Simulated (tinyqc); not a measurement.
## Minority carriers and saturation current of a heavily doped emitter: effect of temperature on the narrowing factor

n-type, parabolic bands, full ionisation. eta = (EF - Ec)/kB T solves N = Nc F12(eta), F12(x) = (2/sqrt(pi)) int_0^infinity sqrt(u)/(1 + exp(u - x)) du. The gap shrinks rigidly by dEg = a3 y^(1/3) + a4 y^(1/4) + a2 y^(1/2), y = N/1e18 cm^-3, an empirical law that is here taken as the true narrowing.

Nc is given at 300 K and scales as T^1.5; dEg is held. The factor nie^2/ni^2 = exp(dEg/kB T) g, g = F12(eta) exp(-eta), divides the current gain of a transistor with this emitter.

Parameters, values chosen for the exercise; band and dielectric values those of a made-up semiconductor: conduction-band density of states at 300 K Nc = 3.22e19 cm^-3; ionised donor density N = 2e20 cm^-3; coefficient of (N/1e18)^(1/3) a3 = 15.2 meV; coefficient of (N/1e18)^(1/4) a4 = 7 meV; coefficient of (N/1e18)^(1/2) a2 = 2 meV.

Constants: q = 1.602176634e-19 C, kB = 1.380649e-23 J/K, Vt = kB T/q. Results are converted to the units shown.

Results:
```
T (K)	eta	g	nie^2/ni^2	its logarithm
150	8.0670	0.0055113	365.26	5.9006
200	5.9868	0.028660	118.38	4.7739
250	4.7210	0.072719	56.813	4.0398
350	3.2329	0.19440	22.646	3.1200
400	2.7493	0.25809	16.587	2.8086
450	2.3621	0.31856	12.891	2.5566
```

Estimate the missing row, T = 300 K.

Computed row:
```
T (K)	eta	g	nie^2/ni^2	its logarithm
300	3.8612	0.13070	33.647	3.5159
```

With this row back in the table: The factor falls from 365 to 12.9. Its slope against q/kB T is 58.3 meV between the first two rows and 78.2 meV between the last two, against dEg = 143 meV: degeneracy takes back part of the narrowing. The factor grows on cooling, so the current gain of such a transistor falls.

Range of the model: Band tails, non-parabolic bands and incomplete ionisation are left out.

Computed by the program tinyqc: `OMP_NUM_THREADS=1 python tinyqc.py 2330117 2330118 out.jsonl`, one thread of a shared Intel Xeon 2.30GHz, about 0.01 s for the whole run.
